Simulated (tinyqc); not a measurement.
Changing the height a: ballistic transport through the one-dimensional subbands of a rectangular nanowire or nanosheet channel. Computed by tinyqc, a small Python program. Command: `OMP_NUM_THREADS=1 python tinyqc.py 3005671 3005672 out.jsonl wire sweep`. One thread of a shared host (Intel(R) Xeon(R) Processor @ 2.30GHz), about 0.04 s of CPU time with the checks.

Hard walls, parabolic subbands, transport along x. Energies are counted from the bulk conduction band edge at the top of the barrier, which the gate pulls down by U; the source Fermi level lies at the bulk edge when U = 0.

Inputs (values chosen for the exercise, modelled on In0.53Ga0.47As):
```
quantity,value,unit
mass m,0.045,m_0
width b,11,nm
equivalent oxide thickness t,1.8,nm
gate voltage above flat band V_G,1,V
drain voltage V_D,0.01,V
temperature T,300,K
mean free path for back-scattering lambda,120,nm
channel length L,69,nm
```

Valleys: single isotropic valley.

Constants: hbar^2/(2 m_0) = 3.80998212 eV angstrom^2; k_B = 8.617333262e-05 eV/K; m_0 = 9.1093837015e-31 kg; k_B = 1.380649e-23 J/K; hbar = 1.054571817e-34 J s; eps_0 = 8.8541878128e-12 F/m; e = 1.602176634e-19 C; h = 6.62607015e-34 J s.

Method:
- E_pq = (hbar^2 pi^2/2)(p^2/(m_y b^2) + q^2/(m_z a^2)); m_x = m_y = m_z = m, degeneracy g = 1; the 10 lowest subbands are kept.
- F_j(eta) = (1/Gamma(j + 1)) int_0^infinity x^j/(1 + exp(x - eta)) dx, F_0 = ln(1 + exp(eta)). Integrals over x = E/(k_B T) use 160 Gauss-Legendre points in u = sqrt(x) from 0 to sqrt(max(eta, 0) + 32).
- With degeneracy g = 1, eta_i = (U - E_i)/(k_B T) and u = e V_D/(k_B T): line density n = sum_i g sqrt(2 m_x k_B T/pi)/(2 hbar) [F_-1/2(eta_i) + F_-1/2(eta_i - u)]; gate: e n = C_ox (V_G - U/e), C_ox = 3.9 eps_0 2 (a + b)/t (flat-plate estimate); I = (2 e k_B T/h) sum_i g [F_0(eta_i) - F_0(eta_i - u)].
- Linear conductance G = (2 e^2/h) sum_i g f(eta_i), g = 1, f = 1/(1 + exp(-eta_i)), with the barrier frozen at the eta_i above; current per perimeter I/(2(a + b)); with scattering, transmission lambda/(lambda + L) and low-bias resistance (1 + L/lambda)/G.

One run for each value:
```
height a (nm),current per perimeter (microampere/micrometre),ballistic current I (microampere),line density n (1/nm),mean velocity I/(e n) (1e7 cm/s),open modes sum g f
3.2,25.137,0.7139,0.1613,0.27623,0.9360
4.1,49.833,1.5050,0.5398,0.17400,1.9523
5.3,47.732,1.5561,0.7775,0.12491,2.0101
6.8,55.752,1.9848,0.9486,0.13060,2.6411
8.7,75.619,2.9794,1.3131,0.14162,3.9387
11.0,84.983,3.7392,1.6500,0.14145,4.9220
14.0,90.161,4.5080,2.0582,0.13671,5.9168
```

Over the rows, current per perimeter (microampere/micrometre) lies between 25.1 and 90.2 without a single trend; ballistic current I (microampere) rises from 0.714 to 4.51 (exponent d ln y / d ln x 3.0 between the first rows and 0.78 between the last); line density n (1/nm) rises from 0.161 to 2.06 (exponent d ln y / d ln x 4.9 between the first rows and 0.92 between the last). V_G is held fixed; thinning the wire lifts the subbands as 1/a^2, which acts as a threshold shift. Left out: 2.50 (the wire is off).

Caution (rows 3.20, 4.10, 5.30, 6.80, 8.70): confinement energies this large call for non-parabolicity and barrier penetration, which lower the subbands and raise the mass.

Extremes, crossings and ranges named in words are read from the listed rows.
